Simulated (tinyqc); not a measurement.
CMOS inverter, nodal equation and switching: two steps of the calculation.

An n-channel pull-down (bn, VTn) and a p-channel pull-up (bp, VTp) share the input Vin and the output node Vout, which carries the load C. Transistor (EKV form, voltages against the body): I = 2 n b Vt^2 [F(vp - Vs) - F(vp - Vd)] from drain to source, F(v) = ln^2(1 + exp(v/(2 Vt))), vp = (Vg - VT + sg |Vd - Vs|)/n. n-channel bodies are at 0; for the p-channel device all voltages are counted down from Vdd. b in uA/V^2 gives I in uA. Static: In = Ip. Transient: C dVout/dt = Ip - In. No velocity saturation, no gate capacitance beyond C.

Inputs (values chosen for the exercise):
- T = 300 K (temperature)
- Vdd = 0.8 V (supply voltage)
- n = 1.35 (slope factor)
- sg = 0.046 (drain-induced barrier lowering)
- VTn = 0.31 V (n-channel threshold)
- VTp = 0.29 V (p-channel threshold (magnitude))
- bn = 400 uA/V^2 (gain factor of the pull-down transistor)
- bp = 520 uA/V^2 (gain factor of the pull-up transistor)
- C = 0.51 fF (load capacitance)
- Vin = 0.51 V (input voltage)

Constants: q = 1.602176634e-19 C, kB = 1.380649e-23 J/K, Vt = kB T/q. Results are converted to the units shown.

Task 1. Output voltage by Newton steps. f = In - Ip at (Vin, Vout); G = df/dVout by a central difference with +/- 1e-6 V; Vout(new) = Vout - f/G.

Vout after iteration 1 = -1.5010112 V

Wanted: In; Ip; G; Vout after iteration 2.

Result 1.

In = -769.7 uA
Ip = 2.759 uA
G = 947.6 uS
Vout after iteration 2 = -0.6858 V

The value that enters this step is an overshoot, farther from the solution than the start was, so its intermediate quantities are not physical.

Task 2. Delays and energy. For a step input the delay to Vdd/2 is tHL = C times the integral of dV/(In - Ip) from Vdd/2 to Vdd at Vin = Vdd, and tLH likewise with Ip - In from 0 to Vdd/2 at Vin = 0. Energy drawn for one full cycle of the output: C Vdd^2. Leakage power: Vdd times the mean of the supply currents at Vin = 0 and Vdd.

Give: tHL; tLH; energy; leakage power.

Result 2.

tHL = 5.1425 ps
tLH = 3.6677 ps
energy = 0.32640 fJ
leakage power = 0.37112 nW

Numbers from tinyqc (`OMP_NUM_THREADS=1 python tinyqc.py 2340149 2340150 out.jsonl`; about 0.04 s on one thread of a shared Intel Xeon 2.30GHz).
